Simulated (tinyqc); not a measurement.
# Bandgap voltage reference from two bipolar transistors: effect of the temperature coefficient of both resistors

Two transistors of area 1 and N carry the same current I. Is(T) = Is (T/T0)^eta exp[(Vg0 q/kB)(1/T0 - 1/T)], VBE1 = Vt ln(I/Is(T)) + I rb, VBE2 = Vt ln(I/(N Is(T))) + I rb/N. The amplifier forces I R1(T) = VBE1 - VBE2 + Vos, with R(T) = R (1 + tc (T - T0)) for both resistors, and the output is Vref = VBE1 + I R2(T). Base currents and the Early effect are neglected.

Vt = kB T/q; I = (Vt ln N + Vos)/(R1(T) - rb (1 - 1/N)). Box coefficient: span of Vref between 233 and 398 K over its average over T and over 165 K. The last column is the R2 that gives zero slope at T0.

Inputs (values chosen for the exercise); values of the order met in silicon bipolar transistors: reference temperature T0 = 300 K; band-gap voltage extrapolated to 0 K Vg0 = 1.176 V; temperature exponent of the saturation current eta = 4.1; saturation current of the unit transistor at T0 Is = 1.7e-16 A; area ratio of the second transistor N = 8; resistor across which the difference of VBE falls, at T0 R1 = 17 kohm; offset of the amplifier Vos = -1.1 mV; series resistance of the unit transistor rb = 0 ohm; output resistor at T0 R2 = 208 kohm.

Constants: q = 1.602176634e-19 C, kB = 1.380649e-23 J/K. Results are converted to the units shown.

Results:

| tc (ppm/K) | I at T0 (uA) | Vref at T0 (V) | slope at T0 (uV/K) | box coefficient (ppm/K) | R2 for zero slope (kohm) |
|---|---|---|---|---|---|
| -2000 | 3.098 | 1.255 | 94.75 | 74.32 | 199.0 |
| -1000 | 3.098 | 1.255 | 68.90 | 49.42 | 201.5 |
| 1000 | 3.098 | 1.255 | 17.20 | 18.38 | 206.4 |
| 2000 | 3.098 | 1.255 | -8.654 | 28.17 | 208.8 |
| 3000 | 3.098 | 1.255 | -34.51 | 43.46 | 211.3 |

Estimate the missing row, tc = 0 ppm/K.

Computed row:

| tc (ppm/K) | I at T0 (uA) | Vref at T0 (V) | slope at T0 (uV/K) | box coefficient (ppm/K) | R2 for zero slope (kohm) |
|---|---|---|---|---|---|
| 0 | 3.098 | 1.255 | 43.05 | 29.71 | 203.9 |

With this row back in the table: As tc goes from -2000 to 3000, Vref stays at 1.255 V and the box coefficient goes from 74.3 through a minimum of 18.4 (at tc = 1000 among the rows listed) to 43.5 ppm/K.

Program tinyqc, `OMP_NUM_THREADS=1 python tinyqc.py 2062102 2062103 out.jsonl`; Intel Xeon 2.30GHz, shared host, one thread, about 0.02 s.
